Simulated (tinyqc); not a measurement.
Gate voltage for a given inversion charge.

Problem. p-type body, charge-sheet picture, depletion and inversion only, full ionisation (an idealisation for deep acceptors), Boltzmann statistics (rough once Na exp(x - xn) passes about Nc/7). In units of Vt: xg = (Vg - Vfb)/Vt, x = psi/Vt, G = gamma/sqrt(Vt), xn = (2 phiF + Vc)/Vt. The implicit equation is (xg - x)^2 = G^2 [x - 1 + exp(x - xn)] for x above about 3. Cox = eps0 eox/tox. ni = sqrt(Nc Nv) exp(-Eg/(2 Vt)), Eg in volts; phiF = Vt ln(Na/ni); gamma = sqrt(2 q eps0 eps_r Na)/Cox. N_inv = (Cox Vt G/q) [sqrt(x - 1 + exp(x - xn)) - sqrt(x - 1)]. Find x - xn, psi and Vg.

Inputs (values chosen for the exercise); band and dielectric values close to those of silicon:
- T = 350 K (temperature)
- Eg = 1.1 eV (band gap)
- eps_r = 11.7 (relative permittivity)
- Nc = 3.54e19 cm^-3 (conduction-band density of states at T)
- Nv = 3.36e19 cm^-3 (valence-band density of states at T)
- eox = 24.8 (relative permittivity of the gate insulator (close to zirconium oxide))
- tox = 4.2 nm (insulator thickness)
- Na = 1.3e18 cm^-3 (acceptor density)
- Vfb = -0.7 V (flat-band voltage)
- Vc = 0 V (channel-body voltage)

Constants: q = 1.602176634e-19 C, kB = 1.380649e-23 J/K, Vt = kB T/q, eps0 = 8.8541878128e-14 F/cm where lengths are in cm. Results are converted to the units shown.

N_inv = 3e11 cm^-2

Answer. N_inv rises steadily with x, so it fixes x; the implicit equation then gives xg directly.

x - xn = 1.57
psi = 0.950 V
Vg = 0.379 V

Computed by the program tinyqc: `OMP_NUM_THREADS=1 python tinyqc.py 2122015 2122016 out.jsonl`, one thread of a shared Intel Xeon 2.30GHz, about 0.01 s for the whole run.
